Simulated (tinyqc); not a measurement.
From results back to parameters: thin (001) film in sp3s* tight binding with raised dangling bonds. Three cases, with inputs chosen for the exercise.

Problem. The gap of a passivated film (lowest level above mid-gap less highest below, mid-gap being half the lower bulk edge) belongs to a hidden number of planes between 6 and 45.

Planes alternate anion (a), cation (c) along [001], a/4 apart, starting with an anion; zero in-plane momentum; levels counted from the bulk Ev, the lower root of [[Epa, Vxx], [Vxx, Epc]]; no spin-orbit coupling. Block of s, pz, s*: from an anion to the cation above, Vss/2 (s,s), Vsapc/2 (s,z), -Vscpa/2 (z,s), Vxx/2 (z,z), Vxapc/2 (s*,z), -Vpaxc/2 (z,s*); to the cation below the same with the s-z and s*-z signs reversed. Block of u = (px + py)/sqrt2 and v = (px - py)/sqrt2: to the cation above (Vxx + Vxy)/2 for u and (Vxx - Vxy)/2 for v, to the cation below the reverse. Each surface atom has two dangling sp3 hybrids; raising both by dl adds (dl/2) [[1, t], [t, 1]] to its s, pz levels (t = -1 at the bottom face, +1 at the top) and dl to the one of u, v in whose plane the missing bonds lie (v for a bottom anion or a top cation, u for a top anion).

Case 1.

Values chosen (out of a larger set: near a published set for SiC, fitted to gaps, whose masses and valley positions are rough; not measured data):
- p = (-8.457, 2.113, -4.812, 4.301, 9.625, 9.406, -12.468, 3.014, 5.871, 9.408, 9.172, 8.779, 4.44) eV (order Esa, Epa, Esc, Epc, Exa, Exc, Vss, Vxx, Vxy, Vsapc, Vscpa, Vxapc, Vpaxc)
- dp = 30 eV (value of dl for the passivated films)
- a = 4.361 angstrom (lattice constant)

edges (eV): Gamma 5.9654, Delta 2.2077

gap of the film = 2.2494 eV

Case 2.

Values chosen (out of a larger set: near a published set for AlAs, fitted to gaps, whose masses and valley positions are rough; not measured data):
- p = (-7.511, 0.986, -1.163, 3.592, 7.46, 6.72, -6.687, 1.876, 4.309, 5.114, 5.506, 4.513, 4.994) eV (order Esa, Epa, Esc, Epc, Exa, Exc, Vss, Vxx, Vxy, Vsapc, Vscpa, Vxapc, Vpaxc)
- dp = 30 eV (value of dl for the passivated films)
- a = 5.664 angstrom (lattice constant)

edges (eV): Gamma 3.0602, Delta 2.2667

gap of the film = 2.3182 eV

Case 3.

Values chosen (out of a larger set: near a published set for Si, fitted to gaps, whose masses and valley positions are rough; not measured data):
- p = (-4.184, 1.72, -4.184, 1.72, 6.754, 6.754, -8.359, 1.703, 4.605, 5.742, 5.742, 5.322, 5.322) eV (order Esa, Epa, Esc, Epc, Exa, Exc, Vss, Vxx, Vxy, Vsapc, Vscpa, Vxapc, Vpaxc)
- dp = 30 eV (value of dl for the passivated films)
- a = 5.431 angstrom (lattice constant)

edges (eV): Gamma 3.4060, Delta 1.2247

gap of the film = 1.7103 eV

Find: N; thickness N a/4.

Solution.

Case 1.

N = 35
thickness N a/4 = 38.16 angstrom

Computing the films in turn gives 2.2507, 2.2494 and 2.2462 eV for N = 34, 35 and 36; no other N in the range comes within 1 meV.

Case 2.

N = 27
thickness N a/4 = 38.23 angstrom

Computing the films in turn gives 2.3196, 2.3182 and 2.3123 eV for N = 26, 27 and 28; no other N in the range comes within 1 meV.

Case 3.

N = 10
thickness N a/4 = 13.58 angstrom

Computing the films in turn gives 1.8338, 1.7103 and 1.6657 eV for N = 9, 10 and 11; no other N in the range comes within 1 meV.

Computed by tinyqc, one run a case: `OMP_NUM_THREADS=1 python tinyqc.py N N+1 out.jsonl` with N = 1451325, 1451336, 1451346; one thread of a shared Intel(R) Xeon(R) Processor @ 2.30GHz, about 0.4 s a run at most.
